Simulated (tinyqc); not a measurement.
What each parameter does: ellipsoidal valleys in the axes of a wafer and a channel.

Valleys with axes a along x, y and z, two valleys each; inverse mass tensor w = 1/mt + (1/ml - 1/mt) a a. Device axes: z = nz/|nz|, x = nx/|nx|, y = z cross x; in them a = (ax, ay, az). Confinement mass mz = 1/w_zz. In the plane w_ij is replaced by u_ij = w_ij - w_iz w_jz/w_zz (i, j = x, y); density-of-states mass md = 1/sqrt(det u); conductivity mass along x mc = 1/u_xx; ballistic transport mass mx = u_yy/det u, width mass my = 1/u_yy.

Hard walls: E_n = c (n pi/t)^2/mz, c = hbar^2/2m0, n = 1, 2, 3. Non-degenerate share of a valley proportional to md sum_n exp(-E_n/kT); mean 1/mc = sum of share/mc. 1 nm = 10 angstrom.

Constants: hbar^2/2m0 = 3.80998211 eV angstrom^2; kB = 8.617333262e-05 eV/K.

Parameters, chosen for this exercise (near those of the Delta valleys of Si; not measured data): ml = 0.88 m0 (longitudinal mass); mt = 0.185 m0 (transverse mass); nz = (1, 1, 0) (surface normal (confinement)); nx = (1, -1, 1) (channel direction); t = 3.3 nm (thickness of the film); T = 400 K (temperature).

Lowest E1, its share and the mean conductivity mass.

Results for these values:
```
case  lowest E1 (meV)   share  mean mc (m0)
base           112.94  0.9296        0.3206
```

What happens to each result for T = 360 K, all else kept?

Answer: lowest E1 does not change at the printed digits; share rises from 0.9296 to 0.9436; mean mc rises from 0.3206 to 0.3219.

The same for each parameter in turn:
```
case           lowest E1 (meV)   share  mean mc (m0)
base                    112.94  0.9296        0.3206
ml = 0.968 m0           111.16  0.9324        0.3306
mt = 0.167 m0           123.00  0.9460        0.3004
t = 2.97 nm             139.44  0.9561        0.3232
T = 360 K               112.94  0.9436        0.3219
```

Computed by tinyqc, a small Python program: `OMP_NUM_THREADS=1 python tinyqc.py 1851141 1851142 out.jsonl` (the numbers bound the seed that draws the inputs); one thread of a shared host (Intel(R) Xeon(R) Processor @ 2.30GHz), about 0.01 s for the whole set of steps.
